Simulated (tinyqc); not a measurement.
Five-level k.p model folded onto the conduction band: one step. Mass and g factor term by term. Four cases, with inputs chosen for the exercise.

Question. Evaluate at E = Eg.

Second-order sums for the lowest conduction level at E: 1/m = 1 + Cm + (Ep/3)(2/E + 1/(E + Dso)) - (Ep2/3)(2/(E7 + D2 - E) + 1/(E7 - E)); g/2 = 1 + Cg - (Ep/3)(1/E - 1/(E + Dso)) - (Ep2/3)(1/(E7 - E) - 1/(E7 + D2 - E)). E is counted from the top of the valence band; E = Eg at the edge.

Give: Terms; m; g.

Case 1.

Values chosen (near those of InP; shifted at random, so the results belong to these values and not to a real crystal): Eg = 1.392 eV (gap at Gamma to the s-like level); Dso = 0.107 eV (spin-orbit splitting); Ep = 20.2 eV (Kane energy); E7 = 4.59 eV (upper Gamma7 conduction level, from the valence top); D2 = 0.07 eV (its spin-orbit splitting, Gamma8 above Gamma7); Ep2 = 5.9 eV (Kane energy to the upper levels); Cm = -1 (remote term in 1/m); Cg = -0.02 (remote term in g/2).

Answer.

Terms:

| level | part of 1/m | part of g |
|---|---|---|
| free + remote | 0.0000 | 1.9600 |
| Gamma8 valence | 9.6743 | -9.6743 |
| Gamma7 valence | 4.4919 | 8.9838 |
| Gamma8 upper | -1.2036 | 1.2036 |
| Gamma7 upper | -0.6150 | -1.2299 |

m = 0.0810 m0
g = 1.243

The valence levels give 14.17 to 1/m and the upper levels take 1.82 away. In g the two valence terms nearly cancel when Dso is small against Eg; here Dso/Eg = 0.08 and they leave -0.691, the upper pair -0.026.

Case 2.

Values chosen (near those of ZnSe; shifted at random, so the results belong to these values and not to a real crystal): Eg = 2.845 eV (gap at Gamma to the s-like level); Dso = 0.404 eV (spin-orbit splitting); Ep = 24 eV (Kane energy); E7 = 7.15 eV (upper Gamma7 conduction level, from the valence top); D2 = 0.1 eV (its spin-orbit splitting, Gamma8 above Gamma7); Ep2 = 2.6 eV (Kane energy to the upper levels); Cm = -2.2 (remote term in 1/m); Cg = 0 (remote term in g/2).

Answer.

Terms:

| level | part of 1/m | part of g |
|---|---|---|
| free + remote | -1.2000 | 2.0000 |
| Gamma8 valence | 5.6239 | -5.6239 |
| Gamma7 valence | 2.4623 | 4.9246 |
| Gamma8 upper | -0.3935 | 0.3935 |
| Gamma7 upper | -0.2013 | -0.4026 |

m = 0.1589 m0
g = 1.292

The valence levels give 8.09 to 1/m and the upper levels take 0.59 away. In g the two valence terms nearly cancel when Dso is small against Eg; here Dso/Eg = 0.14 and they leave -0.699, the upper pair -0.009.

Case 3.

Values chosen (near those of GaAs; shifted at random, so the results belong to these values and not to a real crystal): Eg = 1.532 eV (gap at Gamma to the s-like level); Dso = 0.344 eV (spin-orbit splitting); Ep = 25 eV (Kane energy); E7 = 4.46 eV (upper Gamma7 conduction level, from the valence top); D2 = 0.16 eV (its spin-orbit splitting, Gamma8 above Gamma7); Ep2 = 6 eV (Kane energy to the upper levels); Cm = 0.9 (remote term in 1/m); Cg = -0.02 (remote term in g/2).

Answer.

Terms:

| level | part of 1/m | part of g |
|---|---|---|
| free + remote | 1.9000 | 1.9600 |
| Gamma8 valence | 10.8790 | -10.8790 |
| Gamma7 valence | 4.4421 | 8.8842 |
| Gamma8 upper | -1.2953 | 1.2953 |
| Gamma7 upper | -0.6831 | -1.3661 |

m = 0.0656 m0
g = -0.106

The valence levels give 15.32 to 1/m and the upper levels take 1.98 away. In g the two valence terms nearly cancel when Dso is small against Eg; here Dso/Eg = 0.22 and they leave -1.995, the upper pair -0.071. This nearly cancels the free value 2, so 5 % in Ep moves g by about 0.1.

Case 4.

Values chosen (near those of GaAs; shifted at random, so the results belong to these values and not to a real crystal): Eg = 1.474 eV (gap at Gamma to the s-like level); Dso = 0.33 eV (spin-orbit splitting); Ep = 25.9 eV (Kane energy); E7 = 4.38 eV (upper Gamma7 conduction level, from the valence top); D2 = 0.17 eV (its spin-orbit splitting, Gamma8 above Gamma7); Ep2 = 2.2 eV (Kane energy to the upper levels); Cm = -2.6 (remote term in 1/m); Cg = -0.02 (remote term in g/2).

Answer.

Terms:

| level | part of 1/m | part of g |
|---|---|---|
| free + remote | -1.6000 | 1.9600 |
| Gamma8 valence | 11.7142 | -11.7142 |
| Gamma7 valence | 4.7857 | 9.5713 |
| Gamma8 upper | -0.4768 | 0.4768 |
| Gamma7 upper | -0.2524 | -0.5047 |

m = 0.0706 m0
g = -0.211

The valence levels give 16.50 to 1/m and the upper levels take 0.73 away. In g the two valence terms nearly cancel when Dso is small against Eg; here Dso/Eg = 0.22 and they leave -2.143, the upper pair -0.028. This nearly cancels the free value 2, so 5 % in Ep moves g by about 0.1.

Computed by tinyqc, one run a case: `OMP_NUM_THREADS=1 python tinyqc.py N N+1 out.jsonl` with N = 1081012, 1081133, 1081158, 1081201; one thread of a shared Intel(R) Xeon(R) Processor @ 2.30GHz, about 0.01 s a run at most.
